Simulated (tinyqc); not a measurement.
What each parameter does: Gamma, L and X subbands of a thin body with non-parabolic valleys.

Hard walls, flat band, c = hbar^2/2m0, energies from the bulk Gamma edge. For a valley at angle theta to the normal 1/m_z = cos^2/ml + sin^2/mt and m_d = sqrt(ml mt^2/m_z). Subband n starts at E_v + e with e (1 + a e) = c (n pi/t)^2/m_z, and its density-of-states mass is taken as m_d (1 + 2 a e), without further growth at higher in-plane energy. Groups are named by valley and degeneracy.

n_i = g m/(2 pi c) kB T ln(1 + exp((EF - E_i)/kB T)), sum n_i = Ns (1e12/cm^2 = 1e-4/angstrom^2), c = hbar^2/2m0. Quantum capacitance Cq = 1602.176634 sum g m/(2 pi c) f_i in microfarad/cm^2 with f_i = 1/(1 + exp((E_i - EF)/kB T)); Cox = 34.5313/eot (one gate); C/Cox = Cq/(Cq + Cox), the centroid term left out.

Constants: hbar^2/2m0 = 3.80998211 eV angstrom^2; kB = 8.617333262e-05 eV/K.

Inputs chosen for the exercise (near those of a thin GaSb channel; not measured data): face = 111 (surface); mG = 0.0395 m0 (Gamma mass); aG = 1.14 1/eV (Gamma non-parabolicity); EL = 0.062 eV (L edge above Gamma); mL = (1.281, 0.098) m0 (L valleys (four, along <111>): ml, mt); EX = 0.345 eV (X edge above Gamma); mX = (1.459, 0.222) m0 (X valleys (three, along <100>): ml, mt); aS = 0.64 1/eV (non-parabolicity of L and X); Ns = 7.2 x 1e12/cm^2 (sheet density); T = 300 K (temperature); eot = 7 angstrom (equivalent oxide thickness); t = 48 angstrom (body thickness).

n = 1 to 8 of all groups.

One parameter was then changed.

Results before and after:
```
case     lowest edge (eV)  EF (eV)  Gamma share (%)  C/Cox
base                0.075    0.149              0.0  0.832
changed             0.078    0.169              0.0  0.801
```

Which of these changes was made? (a) Ns = 10.8 x 1e12/cm^2; (b) mG = 0.0454 m0; (c) eot = 5 angstrom; (d) t = 42 angstrom; (e) aG = 0.8 1/eV; (f) T = 250 K; (g) EL = 0.012 eV.

Answer: (d) t = 42 angstrom. Of the candidates, run in turn, only this one gives the changed row.

All candidates:
```
case                   lowest edge (eV)  EF (eV)  Gamma share (%)  C/Cox
base                              0.075    0.149              0.0  0.832
t = 42 angstrom                   0.078    0.169              0.0  0.801
mG = 0.0454 m0                    0.075    0.149              0.1  0.832
aG = 0.8 1/eV                     0.075    0.149              0.0  0.832
EL = 0.012 eV                     0.025    0.099              0.0  0.832
Ns = 10.8 x 1e12/cm^2             0.075    0.168              0.0  0.877
eot = 5 angstrom                  0.075    0.149              0.0  0.779
T = 250 K                         0.075    0.156              0.0  0.833
```

Computed by tinyqc, a small Python program: `OMP_NUM_THREADS=1 python tinyqc.py 1280468 1280469 out.jsonl` (the numbers bound the seed that draws the inputs); one thread of a shared host (Intel(R) Xeon(R) Processor @ 2.30GHz), about 0.04 s for the whole set of steps.
